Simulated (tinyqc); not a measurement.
Scan in temperature at fixed frequency: admittance spectroscopy and thermally stimulated current of one trap level in a depletion layer. Computed by tinyqc, a small Python program. Command: `OMP_NUM_THREADS=1 python tinyqc.py 3114020 3114021 out.jsonl admit walk`. One thread of a shared host (Intel(R) Xeon(R) Processor @ 2.30GHz), about 0.01 s of CPU time with the checks.

A Schottky junction on n-type material holds one donor-like electron trap; shallow donors are fully ionised and abrupt depletion edges are assumed.

Inputs (values chosen for the exercise, modelled on n-type GaAs):

| quantity | value | unit |
|---|---|---|
| dielectric constant eps | 13 | - |
| density-of-states mass m | 0.0676 | m_0 |
| shallow doping N | 3.8e+15 | 1/cm^3 |
| trap density N_t | 6.2e+14 | 1/cm^3 |
| trap depth E_t below the band | 0.551 | eV |
| capture cross section sigma | 6.6e-16 | cm^2 |
| band bending V_b | 0.91 | V |
| test frequency f | 900000 | Hz |

Constants: k_B = 1.380649e-23 J/K; m_0 = 9.1093837015e-31 kg; h = 6.62607015e-34 J s; k_B = 8.617333262e-05 eV/K; eps_0 = 8.8541878128e-12 F/m; e = 1.602176634e-19 C.

Method:
- N_c = 2 (2 pi m k_B T/h^2)^(3/2), v_th = sqrt(3 k_B T/m), emission rate e_n = sigma v_th N_c exp(-E_t/(k_B T)).
- Where the level crosses the Fermi level capture equals emission, so the trap follows the signal with the rate 2 e_n; G/omega peaks at omega = 2 e_n (the correction for large N_t/N is left out).
- Solve 2 e_n(T_p) = 2 pi f.
- With E_c - E_F = k_B T_p ln(N_c/N): lambda = sqrt(2 eps eps_0 (E_t - (E_c - E_F))/(e^2 N)); traps are empty and charged for x < x_t = w - lambda, and V_b = e (N w^2 + N_t x_t^2)/(2 eps eps_0). High frequency: C_hf = eps eps_0/w. Low frequency: C_lf = eps eps_0 (N + N_t)/(N w + N_t x_t).
- With x = omega/(2 e_n): C = C_hf + (C_lf - C_hf)/(1 + x^2), G/omega = (C_lf - C_hf) x/(1 + x^2); C_hf and C_lf are held at their values at T_p.

peak temperature T_p = 641.938 K

C_hf = 20.0081 nF/cm^2

C_lf = 21.5396 nF/cm^2

Admittance:

| T (K) | omega/(2 e_n) | C (nF/cm^2) | G/omega (nF/cm^2) |
|---|---|---|---|
| 564.9 | 5.0232 | 20.066 | 0.29326 |
| 590.6 | 2.8082 | 20.180 | 0.48400 |
| 609.8 | 1.8733 | 20.348 | 0.63625 |
| 629.1 | 1.2759 | 20.591 | 0.74357 |
| 641.9 | 1.0007 | 20.773 | 0.76575 |
| 654.8 | 0.7903 | 20.951 | 0.74503 |
| 674.0 | 0.5648 | 21.169 | 0.65579 |
| 699.7 | 0.3699 | 21.355 | 0.49830 |
| 731.8 | 0.2265 | 21.465 | 0.32992 |

What does the comparison show, and why?

The peak of G/omega is half the step, 0.766 nF/cm^2. Its full width is near 2 ln(2 + sqrt3) k_B T_p^2/(E_t + 2 k_B T_p) = 141.4 K.

Extremes, crossings and ranges named in words are read from the listed rows.
